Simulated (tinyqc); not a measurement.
# Donor in an ellipsoidal valley (Kohn-Luttinger variational method), step by step

A worked calculation. Computed by tinyqc, a small Python program that keeps every step. Command: `OMP_NUM_THREADS=1 python tinyqc.py 3029969 3029970 out.jsonl kohnlutt walk`. One thread of a shared host (Intel(R) Xeon(R) Processor @ 2.30GHz), about 0.05 s of CPU time with the checks. Intermediate numbers are printed to about 7 digits and carried at full precision; extremes and crossings named in words are read from the listed rows.

H = -(d^2/dx^2 + d^2/dy^2) - gamma d^2/dz^2 - 2/r in units built on m_t, with gamma = m_t/m_l and z along the valley axis. One valley; no valley-orbit or central-cell term.

Inputs (values chosen for the exercise, modelled on diamond):
```
quantity                      value  unit
transverse mass m_t            0.33   m_0
longitudinal mass m_l          1.53   m_0
dielectric constant eps        5.72     -
trial ratio b/a                0.75     -
observed depth chosen for 1s    422   meV
```

Constants: Ry = 13.605693123 eV; a_0 = 0.529177210903 angstrom; h x 1 THz = 4.135667696 meV.

## Effective units

Ry* = Ry m_t/eps^2, a* = a_0 eps/m_t, gamma = m_t/m_l.

Ry* = 137.2279 meV

a* = 9.172405 angstrom

gamma = 0.2156863

Caution: a* is only a few bond lengths, so central-cell and valley-orbit terms are large.

## Energy at a trial ratio

Trial function exp(-sqrt((x^2 + y^2)/a^2 + z^2/b^2)) with beta = b/a < 1: E = t/a^2 - u/a, t = (2 + gamma/beta^2)/3, u = 2 arcsin(sqrt(1 - beta^2))/sqrt(1 - beta^2); the best a is 2 t/u and E(beta) = -u^2/(4 t).

t = 0.7944808

u = 2.185343

best a = 0.7270994 a*

E(beta) = -1.502781 Ry*

## Minimum over the ratio

Golden-section search on beta from 0.05 to 0.999, 60 steps.

Search, first ten steps; c and d are the inner points:
```
step        low       high          c  E(c) (Ry*)          d  E(d) (Ry*)
1     0.0500000  0.9990000  0.4124857   -1.451974  0.6365143   -1.545143
2     0.4124857  0.9990000  0.6365143   -1.545143  0.7749715   -1.490092
3     0.4124857  0.7749715  0.5509430   -1.549042  0.6365143   -1.545143
4     0.4124857  0.6365143  0.4980570   -1.531260  0.5509430   -1.549042
5     0.4980570  0.6365143  0.5509430   -1.549042  0.5836283   -1.551518
6     0.5509430  0.6365143  0.5836283   -1.551518  0.6038289   -1.550434
7     0.5509430  0.6038289  0.5711436   -1.551232  0.5836283   -1.551518
8     0.5711436  0.6038289  0.5836283   -1.551518  0.5913443   -1.551320
9     0.5711436  0.5913443  0.5788596   -1.551500  0.5836283   -1.551518
10    0.5788596  0.5913443  0.5836283   -1.551518  0.5865755   -1.551475
```

best beta = 0.5820477

radius a of the 1s trial function = 6.903512 angstrom

radius b of the 1s trial function = 4.018173 angstrom

1s binding energy, trial function = 212.9125 meV

The envelope is flattened along the heavy axis; beta is close to gamma^(1/3) = 0.600.

## Levels from a Gaussian basis

Gaussian basis: g = P exp(-al (x^2 + y^2) - be z^2) with P = 1 (s-like), z (2p0) or x (2p+-); al = 0.004 x 2.6^k, k = 0..11, and be/al = 1, gamma^(-1/2) or 1/gamma (36 functions); 1/r = (2/sqrt(pi)) int exp(-t^2 r^2) dt by 48 Gauss-Legendre points after t = sqrt(al_i + al_j) tan(theta); overlap eigenvalues below 1e-10 are dropped.

1s binding energy, Gaussian basis = 213.1839 meV

2p0 binding energy = 77.72801 meV

2p+- binding energy = 43.84876 meV

The two-parameter trial function recovers 99.87 % of the 1s binding of the larger basis. 2p0, with its lobes along the heavy axis, is bound 1.77 times as strongly as 2p+-. Caution: the short radius is only a few bond lengths, so the envelope approximation is rough.

## Optical lines and the chemical shift

With an observed depth of 1s, the lines are 1s -> 2p0 = depth - E(2p0) and 1s -> 2p+- = depth - E(2p+-); the chemical shift is depth - E(1s, Gaussian basis); 1 meV = 1 THz/4.135667696.

line 1s -> 2p0 = 344.2720 meV

line 1s -> 2p+- = 378.1512 meV

chemical shift = 208.8161 meV

frequency of the line 1s -> 2p+- = 91.43656 THz

The spacing of the two lines, 33.879 meV, does not depend on the depth, so it is the same for every donor in this host.

## Which single mass stands for the valley

A hydrogenic level is Ry m/eps^2 for one mass m; errors are against the Gaussian basis.

1s binding energy:
```
rule                                      mass (m_0)  binding (meV)  error (%)
transverse mass                             0.330000       137.2279   -35.6293
conductivity mass 3/(2/m_t + 1/m_l)         0.446814       185.8042   -12.8432
density-of-states mass (m_t^2 m_l)^(1/3)    0.550267       228.8241     7.3365
longitudinal mass                           1.530000       636.2386   198.4459
trial function with a and b                        -       212.9125    -0.1273
mass that fits 1s                           0.512656       213.1839     0.0000
```

The conductivity mass, which is what a spherical trial function (a = b) gives, falls short by 12.8 %, as a restricted variational bound must; the density-of-states mass is off by +7.3 %. The mass that fits lies between the two.

## Levels against anisotropy

The trial energy is minimised over beta by golden section from 0.05 to 0.999, 60 steps.

Binding energies (Ry*):
```
gamma  1s, trial  1s, Gaussians        2p0       2p+-
0.054   2.062417       2.073298  0.9969468  0.3662823
0.110   1.803361       1.808528  0.7605435  0.3443120
0.220   1.544106       1.546019  0.5611992  0.3187455
0.320   1.404394       1.405321  0.4680715  0.3032549
0.360   1.360877       1.361581  0.4410043  0.2981562
0.600   1.175945       1.176066  0.3358433  0.2748799
0.860   1.050802       1.050788  0.2734054  0.2574815
```

As gamma falls from 0.86 to 0.054, 1s deepens from 1.051 to 2.073 Ry*, on the way from the hydrogen value 1 to the two-dimensional limit 4; 2p+- moves from 0.257 to 0.366 (limits 1/4 and 4/9), while 2p0 climbs from 0.273 to 0.997 and joins 1s as gamma tends to 0. Near gamma = 1 the trial function is almost exact and can pass the Gaussian basis, whose own error is about 3e-5 Ry*.

Checks made by the program: the Gaussian basis at gamma = 1 against 1, 1/4 and 1/4 Ry* (relative difference 3e-05); trial function against Gaussian basis (relative difference 1e-03).
